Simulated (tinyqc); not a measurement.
## Random telegraph noise from one oxide trap in a small MOSFET: effect of the temperature

An acceptor-like trap exchanges electrons with the channel. Inversion charge Q = Cox u, u = n Vt W0(exp((Vg - VT)/(n Vt))), W0 the Lambert function, n = nf, Cox = eps0 eox/tox; linear regime Id = (W/L) mu Q Vd. Relative to threshold the surface potential rises by Vt ln(u/u0) and the oxide voltage by the rest of Vg - VT, with u0 = n Vt W0(1).

N = Cox u/q; dpsi = Vt ln(u/u0); E = E0 - dpsi - (xt/tox)(Vg - VT - dpsi); capture time tc = 1/[(N/zi) vth s0 exp(-xt/lt - EB/Vt)]; emission time te = tc exp(-E/Vt); occupancy te/(tc + te). A = W L; threshold step dV = q (1 - xt/tox)/(Cox A); gm/Id = 1/(u + n Vt); relative step dI/I = (gm/Id) dV + asc mu/A. fc = (1/tc + 1/te)/(2 pi); rms = (dI/I) sqrt(tc te)/(tc + te). VT, nf, vth and mu are held fixed.

Inputs (values chosen for the exercise); values of the order met in silicon transistors:
```
symbol  value        unit                                                                 meaning
eox      8.91              relative permittivity of the gate insulator (close to aluminium oxide)
tox       2.7          nm                                                     insulator thickness
xt        1.1          nm                            depth of the trap from the channel interface
E0       0.14          eV                   trap level above the channel Fermi level at threshold
s0      1e-16        cm^2                                                       capture prefactor
EB       0.18          eV                                    capture barrier (lattice relaxation)
lt       0.15          nm                                                 tunnelling decay length
vth     2.2e7        cm/s                                                        thermal velocity
zi          2          nm                                        thickness of the inversion layer
VT       0.38           V                                                       threshold voltage
nf       1.08                                                                         body factor
W          22          nm                                                              gate width
L         120          nm                                                             gate length
mu        400  cm^2/(V s)                                                                mobility
asc         0         V s                              scattering coefficient of the charged trap
Vd       0.05           V                                                           drain voltage
Vg       0.65           V                                                            gate voltage
```

Constants: q = 1.602176634e-19 C, kB = 1.380649e-23 J/K, Vt = kB T/q, eps0 = 8.8541878128e-14 F/cm where lengths are in cm. Results are converted to the units shown.

Results:
```
T (K),E (eV),tc (s),te (s),occupancy,dI/I (%),fc (Hz),rms dI/I (%)
180,8.541e-4,0.003693,0.003495,0.4862,0.5062,88.62,0.2530
210,-0.002163,7.162e-4,8.071e-4,0.5299,0.5086,419.4,0.2538
270,-0.007478,8.091e-5,1.116e-4,0.5797,0.5106,3394,0.2520
300,-0.009834,3.780e-5,5.530e-5,0.5940,0.5104,7089,0.2506
330,-0.01202,2.030e-5,3.098e-5,0.6041,0.5096,1.298e4,0.2492
360,-0.01406,1.210e-5,1.904e-5,0.6114,0.5082,2.151e4,0.2477
390,-0.01595,7.815e-6,1.256e-5,0.6165,0.5062,3.304e4,0.2462
```

Estimate the missing row, T = 240 K.

Computed row:
```
T (K),E (eV),tc (s),te (s),occupancy,dI/I (%),fc (Hz),rms dI/I (%)
240,-0.004930,2.098e-4,2.663e-4,0.5593,0.5100,1356,0.2532
```

With this row back in the table: As T goes from 180 to 390, tc falls from 0.00369 to 7.81e-6 s, te falls from 0.00350 to 1.26e-5 s and dI/I goes from 0.506 through a maximum of 0.511 (at T = 270 among the rows listed) to 0.506 %. Activation energies over the table: 0.177 eV for capture (EB = 0.18 eV, altered by the change of N) and 0.162 eV for emission.

Range of the model: VT is taken as given; short-channel effects and the uneven flow of current among few electrons are left out.

Computed by the program tinyqc: `OMP_NUM_THREADS=1 python tinyqc.py 2710169 2710170 out.jsonl`, one thread of a shared Intel Xeon 2.30GHz, about 0.01 s for the whole run.
